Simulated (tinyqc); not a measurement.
Trench capacitor in an array: capacitance, non-linearity, leakage and relaxation: two steps of the calculation.

A film between two metal electrodes, each interface adding a series capacitance ci. The small-signal permittivity is ek (1 + aq E^2); the field is found with the linear permittivity. Leakage J = J0 sinh(E/Ef). After a voltage step the film passes a relaxation current kr C V tt^(-nr), tt being the time in seconds. The sidewall is a coaxial capacitor with radii a = dm/2 - t and b = dm/2, depth AR dm; the end face is left out.

Inputs (values chosen for the exercise); permittivity of the order of that of aluminium oxide:
- ek = 9.29 (relative permittivity of the film)
- t = 29 nm (film thickness)
- ci = 110 uF/cm^2 (capacitance of each electrode interface (dead layer and screening))
- aq = 0.0041 cm^2/MV^2 (quadratic field coefficient of the permittivity)
- V = 1.2 V (bias)
- J0 = 5.3e-11 A/cm^2 (leakage prefactor)
- Ef = 0.3 MV/cm (field for an e-fold rise of the leakage)
- dm = 190 nm (diameter of the hole)
- AR = 20 (aspect ratio, depth over diameter)
- pt = 270 nm (pitch of the square array)
- rho = 190 uohm cm (resistivity of the inner electrode)

Constants: eps0 = 8.8541878128e-14 F/cm where lengths are in cm. Results are converted to the units shown.

Task 1. Planar capacitance, field and non-linearity. Planar film: Cf = eps0 ek/t, 1/C = 1/Cf + 2/ci, EOT = 3.9 eps0/C, effective permittivity C t/eps0, E = (V/t) C/Cf; quadratic coefficient [C(V)/C - 1]/V^2 with Cf (1 + aq E^2) in C(V).

Find: Cf; C; EOT; effective permittivity; E; quadratic coefficient; J.

Result 1.

Cf = 0.2836 uF/cm^2
C = 0.2822 uF/cm^2
EOT = 12.24 nm
effective permittivity = 9.242
E = 0.4117 MV/cm
quadratic coefficient = 480.0 ppm/V^2
J = 9.780e-11 A/cm^2

The interfaces take 0.513 % of the voltage.

Task 2. Cell capacitance, fields and time constant. Per length 1/c = ln(b/a)/(2 pi eps0 ek) + (1/a + 1/b)/(2 pi ci); cell capacitance c AR dm; per footprint over pt^2; fields c V/(2 pi eps0 ek r) at r = a and b; resistance of the inner electrode rho AR dm/(pi a^2); time constant R C/3 of the distributed line.

Give: a; b; cell capacitance; capacitance per footprint; field at a; field at b; R; R C/3.

Result 2.

a = 66.000 nm
b = 95.000 nm
cell capacitance = 5.3639 fF
capacitance per footprint = 7.3578 uF/cm^2
field at a = 0.49658 MV/cm
field at b = 0.34499 MV/cm
R = 0.52759 kohm
R C/3 = 0.94331 ps

The array gives 26.1 times the planar capacitance per footprint; curvature makes the field at the inner electrode 1.21 times the planar value.

Computed by the program tinyqc: `OMP_NUM_THREADS=1 python tinyqc.py 2102166 2102167 out.jsonl`, one thread of a shared Intel Xeon 2.30GHz, about 0.01 s for the whole run.
